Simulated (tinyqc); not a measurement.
Worked calculation: rapid thermal processing of a wafer: radiative balance, ramp and cooling, pattern effects, pyrometer error and spike budget. Computed by tinyqc, a small Python program that keeps every step. Command: `OMP_NUM_THREADS=1 python tinyqc.py 3110649 3110650 out.jsonl rtp walk`. One thread of a shared host (Intel(R) Xeon(R) Processor @ 2.30GHz), about 0.04 s of CPU time with the checks. Intermediate numbers are printed to about 6 digits and carried at full precision; extremes and crossings named in words are read from the listed rows.

The wafer is opaque and uniform through its thickness unless said otherwise; temperatures in formulas are in kelvin (C + 273.15). sigma = 5.670374419e-12 W/(cm^2 K^4).

Inputs (values chosen for the exercise, modelled on a hot silicon wafer):
```
quantity                                              value         unit
wafer thickness d                                       775   micrometre
heat capacity per volume C                             2.09   J/(cm^3 K)
thermal conductivity k                                  0.2     W/(cm K)
emissivity eps of each face                            0.58            -
reflectivity of the chamber walls r                    0.28            -
gas heat-transfer coefficient h, both faces together   0.57  mW/(cm^2 K)
wall temperature T_w                                    500            K
process temperature                                    1060            C
starting temperature                                    450            C
ramp rate                                               340          K/s
relative change of absorptivity over a pattern          7.6            %
period of the pattern                                     5           mm
pyrometer wavelength                                    0.9   micrometre
error of the assumed emissivity                          11            %
activation energy of the process E_a                    2.7           eV
```

Constants: k_B = 8.617333262e-05 eV/K; h = 6.62607015e-34 J s; c = 299792458 m/s; k_B = 1.380649e-23 J/K.

## Power to hold and to ramp

Effective emissivity between parallel grey plates: eps_eff = 1/(1/eps + 1/(1 - r) - 1). Loss per area q(T) = 2 eps_eff sigma (T^4 - T_w^4) + h (T - T_w). Absorbed power during a ramp = q(T) + C d x ramp rate; thermal time constant tau = C d/(dq/dT), dq/dT = 8 eps_eff sigma T^3 + h; natural cooling rate q/(C d); front-to-back difference under one-sided heating at the end of the ramp = (absorbed power) d/(2 k).

eps_eff = 0.473255

holding power q = 17.0927 W/cm^2

power at the end of the ramp = 72.1642 W/cm^2

dq/dT = 51.4367 mW/(cm^2 K)

time constant tau = 3.14901 s

natural cooling rate = 105.527 K/s

front-to-back difference = 13.9818 K

Radiation carries 97 % of the loss. The ramp needs 4.2 times the holding power.

## Cooling curve

Cooling with the lamps off: C d dT/dt = -q(T), integrated adaptively (relative tolerance 1e-10).

Lamps off at t = 0:
```
t (s)    T (C)  cooling rate (K/s)
0.31   1028.81             95.9606
0.63    999.48             87.5641
1.30    945.73             73.5948
2.20    885.94             60.0567
3.10    836.50             50.3124
4.70    766.18             38.4907
7.90    666.58             25.3172
13.00   565.78             15.5352
```

The rate falls from 106 K/s at t = 0 to 15.5 K/s in the last row.

## Thermal budget of a spike

Spike anneal: linear ramp to the peak, then lamps off. Equivalent time at the peak = int exp(-(E_a/k_B)(1/T - 1/T_peak)) dt; estimate (k_B T^2/E_a)(1/ramp rate + 1/cooling rate). The ramp part uses 4000 trapezoid steps, the cooling part 4000 steps over 4 tau. Time within 50 K of the peak from the same curves.

equivalent time, ramp = 0.154195 s

equivalent time, cooling = 0.585789 s

equivalent time, total = 0.739983 s

estimate = 0.704368 s

time within 50 K of the peak = 0.658910 s

Cooling supplies 79 % of the budget.

## What a faster ramp buys

The formulas are those given above.

Against the ramp rate:
```
ramp (K/s)  ramp part (s)  cooling part (s)  total (s)  power at the peak (W/cm^2)
10                5.24262          0.585789    5.82841                      18.712
25                2.09705          0.585789    2.68284                      21.142
50                1.04852          0.585789    1.63431                      25.191
100               0.52426          0.585789    1.11005                      33.290
250               0.20970          0.585789    0.79549                      57.586
500               0.10485          0.585789    0.69064                      98.080
1000              0.05243          0.585789    0.63822                     179.068
```

From 10 to 100 K/s the total falls by a factor 5.3, from 100 to 1000 K/s by 1.74: the cooling part, 0.586 s, is a floor, and the natural cooling rate here is 106 K/s.

## Pattern effect

At steady state a sinusoidal change of absorbed power of relative amplitude a and period p gives the temperature amplitude a q/(dq/dT + k d (2 pi/p)^2); healing length l = sqrt(k d/(dq/dT)); process change = E_a dT/(k_B T^2). Emissivity is taken as unchanged.

healing length l = 5.48945 mm

amplitude without lateral conduction = 25.2552 K

amplitude = 0.519805 K

change of the process rate = 0.916376 %

Lateral conduction cuts the amplitude to 2.1 %, since p/(2 pi l) = 0.14.

## Pyrometer error

Signal proportional to eps/(exp(c2/(lambda T)) - 1), c2 = h c/k_B. If the assumed emissivity is too high by the given error, the reading T' solves (1 + error)/(exp(c2/(lambda T')) - 1) = 1/(exp(c2/(lambda T)) - 1). Wien estimate: T' - T = -lambda T^2 ln(1 + error)/c2. Process rates go as exp(-E_a/(k_B T)).

c2 = 14387.8 micrometre K

c2/(lambda T) = 11.9915

reading less true temperature = -11.5021 K

Wien estimate = -11.6022 K

rate at T over rate at T', less 1 = 22.6957 %

Checks made by the program: cooling time against quadrature of C d dT/q (relative difference 3e-08).
